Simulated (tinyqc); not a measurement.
## Gate sheet resistance from two finger widths

Problem. At low frequency R = Rsh Wf/(3 L) + B/Wf, where B collects the channel and vertical terms. Find Rsh, B and the width of lowest R.

Values chosen for this exercise: channel length L = 0.11 um.

input resistance of single fingers, contacted at one end, of width 1.3 and 9.7 um (ohm): 160.88578  772.07748

Answer. R Wf is a straight line in Wf^2; the minimum of R lies where both terms are equal.

Rsh = 26.0 ohm/square
B = 76.0 ohm um
width of lowest R = 0.982 um

Computed by the program tinyqc: `OMP_NUM_THREADS=1 python tinyqc.py 2262220 2262221 out.jsonl`, one thread of a shared Intel Xeon 2.30GHz, about 0.01 s for the whole run.
